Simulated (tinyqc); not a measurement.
Worked calculation: pair of shallow donors (hydrogen-like orbitals). Values are carried at full precision from step to step, so a last printed digit may differ when a step is redone from the rounded ones.

Each donor has the orbital exp(-r/a); energy unit Ha* = q/(eps a), q = e^2/(4 pi eps0), so that a lone donor is bound by Ha*/2; x = R/a. One electron: S = (1 + x + x^2/3) exp(-x), j = 1/x - (1 + 1/x) exp(-2x), k = (1 + x) exp(-x); levels E(+/-) = -1/2 - (j +/- k)/(1 +/- S) in Ha*, without the repulsion of the ions, split by D = |E(-) - E(+)|.

Constants: e^2/(4 pi eps0) = 14.39964547 eV angstrom; hbar = 6.58211957e-16 eV s.

Inputs chosen for the exercise (near those of two donors in GaAs; not measured data): a = 91.5 angstrom (orbital radius); eps = 13 (dielectric constant); R = 447 angstrom (separation); dV = 1.3 D (detuning between the donors, in units of D).

## Distance and integrals

Give Ha*, R, x, S, j, k.

Ha* = 12.106 meV
R = 447.00 angstrom
x = 4.8852

S, j, k: [0.10460, 0.20463, 0.04448]

## One electron on two donors

Give both levels, the splitting D = |E(-) - E(+)| and the tunnelling frequency D/(2 pi hbar).

E(+), E(-) (meV): [-8.783, -8.218]

D = 0.5648 meV
frequency = 136.6 GHz

The second ion deepens the mean level by 2.45 meV, against Ha*/x = 2.48 meV for a point charge.

## Detuning by a gate

Two-level picture for one electron: with detuning u = dV D the splitting is sqrt(D^2 + u^2) and the lower state has weight (1 + u/sqrt(D^2 + u^2))/2 on the lower donor; the field needed is u/(e R), 1 meV/angstrom = 100 kV/cm.

splitting = 0.9263 meV
weight = 0.896
field = 0.164 kV/cm

## Two electrons and exchange

Two electrons, Heitler-London: with S' = (1 - x + x^2/3) exp(x), C = 1/x - exp(-2x)(1/x + 11/8 + 3x/4 + x^2/6), X = (1/5){exp(-2x)(25/8 - 23x/4 - 3x^2 - x^3/3) + (6/x)[S^2 (0.5772157 + ln x) + S'^2 Ei(-4x) - 2 S S' Ei(-2x)]}, Q = C - 2j + 1/x and A = X - 2 S k + S^2/x, the singlet and triplet lie at (Q +/- w A)/(1 +/- w S^2) from two lone donors, with the valley weight w = 1 (one valley); the exchange is J = triplet - singlet.

Give C, X, Q, A and J.

C, X, Q, A (Ha*): [0.2042, 0.004404, -0.0003890, -0.002661]

J = 64.3 micro-eV

A swap of the two spins takes pi hbar/J = 0.0321 ns (hbar = 6.58212e-16 eV s). Against the one-electron splitting D = 0.565 meV, J/D = 0.11: exchange needs both electrons to tunnel and falls as exp(-2x), D as exp(-x).

## Checks

- Heitler-London binding at x = 1.6425 against the known 0.1160 hartree: both 0.1160.
- Overlap S by quadrature in spheroidal coordinates against the formula: both 0.10460.

Program tinyqc; command `OMP_NUM_THREADS=1 python tinyqc.py 1281542 1281543 out.jsonl`; about 0.01 s on one thread of a shared Intel(R) Xeon(R) Processor @ 2.30GHz.
